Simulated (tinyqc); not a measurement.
Inside a calculation. Method: CISD on RHF in the 6-31g basis, for H2, spin multiplicity 1. One step of it, computed by the program tinyqc.

Task: CISD: roots. Diagonalise (each vector has its largest component positive (the first on a tie)); all determinants have Ms = 0, so triplets appear too. The lowest singlet root is the correlation energy.

Occupation strings over the orbitals (2 doubly, a alpha, b beta, 0 empty; spin orbitals ordered 1a 1b 2a 2b ...): 2000 ab00 a0b0 a00b ba00 b0a0 b00a 0200 0ab0 0a0b 0ba0 0020 00ab 0b0a 00ba 0002

H - E(HF) between determinants (hartree):
```
           2000       ab00       a0b0       a00b       ba00       b0a0       b00a       0200
2000   0.000000   0.000000   0.000000   0.000000   0.000000   0.000000   0.000000   0.108376
ab00   0.000000   0.354189   0.000000   0.056063  -0.108376   0.000000   0.080415   0.000000
a0b0   0.000000   0.000000   1.027575   0.000000   0.000000  -0.093502   0.000000   0.010923
a00b   0.000000   0.056063   0.000000   1.217834   0.080415   0.000000  -0.109359   0.000000
ba00   0.000000  -0.108376   0.000000   0.080415   0.354189   0.000000   0.056063   0.000000
b0a0   0.000000   0.000000  -0.093502   0.000000   0.000000   1.027575   0.000000  -0.010923
b00a   0.000000   0.080415   0.000000  -0.109359   0.056063   0.000000   1.217834   0.000000
0200   0.108376   0.000000   0.010923   0.000000   0.000000  -0.010923   0.000000   0.793535
0ab0   0.000000   0.010923   0.000000  -0.120522   0.064333   0.000000   0.080863   0.000000
0a0b  -0.080415   0.000000  -0.120522   0.000000   0.000000   0.049374   0.000000   0.119892
0ba0   0.000000   0.064333   0.000000   0.080863   0.010923   0.000000  -0.120522   0.000000
0020   0.093502   0.000000  -0.014569   0.000000   0.000000   0.014569   0.000000   0.037600
00ab   0.000000  -0.080863   0.000000   0.036054   0.049374   0.000000  -0.124880   0.000000
0b0a   0.080415   0.000000   0.049374   0.000000   0.000000  -0.120522   0.000000  -0.119892
00ba   0.000000   0.049374   0.000000  -0.124880  -0.080863   0.000000   0.036054   0.000000
0002   0.109359   0.000000   0.124880   0.000000   0.000000  -0.124880   0.000000   0.082336

           0ab0       0a0b       0ba0       0020       00ab       0b0a       00ba       0002
2000   0.000000  -0.080415   0.000000   0.093502   0.000000   0.080415   0.000000   0.109359
ab00   0.010923   0.000000   0.064333   0.000000  -0.080863   0.000000   0.049374   0.000000
a0b0   0.000000  -0.120522   0.000000  -0.014569   0.000000   0.049374   0.000000   0.124880
a00b  -0.120522   0.000000   0.080863   0.000000   0.036054   0.000000  -0.124880   0.000000
ba00   0.064333   0.000000   0.010923   0.000000   0.049374   0.000000  -0.080863   0.000000
b0a0   0.000000   0.049374   0.000000   0.014569   0.000000  -0.120522   0.000000  -0.124880
b00a   0.080863   0.000000  -0.120522   0.000000  -0.124880   0.000000   0.036054   0.000000
0200   0.000000   0.119892   0.000000   0.037600   0.000000  -0.119892   0.000000   0.082336
0ab0   1.405789   0.000000  -0.037600   0.000000  -0.038483   0.000000  -0.073830   0.000000
0a0b   0.000000   1.578208   0.000000  -0.038483   0.000000  -0.082336   0.000000   0.030727
0ba0  -0.037600   0.000000   1.405789   0.000000  -0.073830   0.000000  -0.038483   0.000000
0020   0.000000  -0.038483   0.000000   2.086809   0.000000   0.038483   0.000000   0.173911
00ab  -0.038483   0.000000  -0.073830   0.000000   2.271379   0.000000  -0.173911   0.000000
0b0a   0.000000  -0.082336   0.000000   0.038483   0.000000   1.578208   0.000000  -0.030727
00ba  -0.073830   0.000000  -0.038483   0.000000  -0.173911   0.000000   2.271379   0.000000
0002   0.000000   0.030727   0.000000   0.173911   0.000000  -0.030727   0.000000   2.494863
```

Give: lowest roots of this matrix, relative to E(HF); lowest vectors; <S^2> of these roots; weight of the ground state by excitation level 0, 1, 2, ....

Result:

lowest roots of this matrix, relative to E(HF) (hartree): [-0.033, 0.219, 0.451, 0.771, 0.925, 1.056, 1.115, 1.160]

lowest vectors, order 2000, ab00, a0b0, a00b, ba00, b0a0, b00a, 0200, 0ab0, 0a0b, 0ba0, 0020, 00ab, 0b0a, 00ba, 0002:
$$\begin{pmatrix}
0.985 & 0.000 & 0.000 & 0.153 \\
0.000 & 0.697 & 0.704 & 0.000 \\
0.014 & 0.000 & 0.000 & -0.084 \\
0.000 & -0.109 & 0.021 & 0.000 \\
0.000 & 0.697 & -0.704 & 0.000 \\
-0.014 & 0.000 & 0.000 & 0.084 \\
0.000 & -0.109 & -0.021 & 0.000 \\
-0.141 & 0.000 & 0.000 & 0.961 \\
0.000 & -0.049 & 0.041 & 0.000 \\
0.058 & 0.000 & 0.000 & -0.133 \\
0.000 & -0.049 & -0.041 & 0.000 \\
-0.036 & 0.000 & 0.000 & -0.043 \\
0.000 & 0.004 & 0.044 & 0.000 \\
-0.058 & 0.000 & 0.000 & 0.133 \\
0.000 & 0.004 & -0.044 & 0.000 \\
-0.038 & 0.000 & 0.000 & -0.034
\end{pmatrix}$$

<S^2> of these roots: [0.000, 2.000, 0.000, 0.000, 2.000, 0.000, 2.000, 0.000]

weight of the ground state by excitation level 0, 1, 2, ...: [0.970, 0.000, 0.029]
